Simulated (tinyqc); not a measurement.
Decay across the direct gap: complex band structure along [001] in sp3s* tight binding.

For k = (0, 0, kz) the phase sums are g0 = cos(phi) and g3 = i sin(phi), phi = kz a/4, and the s, pz, s* orbitals of anion (a) and cation (c) decouple from px, py. With z = exp(i phi), H(z) = H0 + z T + T^T/z for any complex z. H0 is diagonal (Esa, Epa, Exa, Esc, Epc, Exc). The anion-cation block is B(z) = z U + W/z and the cation-anion block z W^T + U^T/z, where U has Vss/2 (s,s), Vsapc/2 (s,z), -Vscpa/2 (z,s), Vxx/2 (z,z), Vxapc/2 (s*,z), -Vpaxc/2 (z,s*), and W has the same values with the s-z and s*-z signs reversed. |z| = 1 is a band state, |z| < 1 decays along [001] as exp(-kappa d) over a distance d, kappa = -(4/a) ln|z|. No spin-orbit coupling.

Constants: hbar^2/2m0 = 3.80998211 eV angstrom^2.

Parameters, chosen for this exercise (out of a larger set: near a published set for GaAs, fitted to gaps, whose masses and valley positions are rough (light masses up to twice too heavy); not measured data): p = (-8.325, 1.038, -2.661, 3.681, 8.575, 6.727, -6.447, 1.956, 5.069, 4.469, 5.803, 4.824, 4.819) eV (order Esa, Epa, Esc, Epc, Exa, Exc, Vss, Vxx, Vxy, Vsapc, Vscpa, Vxapc, Vpaxc); a = 5.654 angstrom (lattice constant).

Ev = -0.00107 eV
EG (direct gap) = 1.54966 eV

masses of this model, from the curvature at Gamma (m0): m_lh 0.08882, m_e 0.11829

kappa of the imaginary branch at Gamma against three formulas: parabolic from the valence edge, sqrt(m_lh E/c); parabolic from the conduction edge, sqrt(m_e (EG - E)/c); two-band (Franz), sqrt(m E (1 - E/EG)/c) with m = 2 m_lh m_e/(m_lh + m_e). E from Ev; c = hbar^2/2m0.

kappa (1/angstrom):

| E/EG | E (eV) | tight binding | parabolic, valence | parabolic, conduction | two-band |
|---|---|---|---|---|---|
| 0.05 | 0.0775 | 0.0416 | 0.0425 | 0.2138 | 0.0443 |
| 0.15 | 0.2324 | 0.0688 | 0.0736 | 0.2022 | 0.0725 |
| 0.25 | 0.3874 | 0.0844 | 0.0950 | 0.1900 | 0.0880 |
| 0.35 | 0.5424 | 0.0940 | 0.1124 | 0.1768 | 0.0969 |
| 0.50 | 0.7748 | 0.1004 | 0.1344 | 0.1551 | 0.1016 |
| 0.65 | 1.0073 | 0.0979 | 0.1532 | 0.1298 | 0.0969 |
| 0.75 | 1.1622 | 0.0904 | 0.1646 | 0.1097 | 0.0880 |
| 0.85 | 1.3172 | 0.0759 | 0.1752 | 0.0850 | 0.0725 |
| 0.95 | 1.4722 | 0.0473 | 0.1853 | 0.0490 | 0.0443 |

The branch joins the light-hole and conduction bands and peaks, among these rows, at E/EG = 0.50 with kappa = 0.1004 1/angstrom. At mid-gap the parabola from the conduction edge is +54 % off and the two-band form +1.2 %; over 5 nm the parabola would misstate exp(-2 kappa d) by a factor 237.

(tinyqc, `OMP_NUM_THREADS=1 python tinyqc.py 1452499 1452500 out.jsonl`, Intel(R) Xeon(R) Processor @ 2.30GHz, 1 thread, shared host, about 0.01 s.)
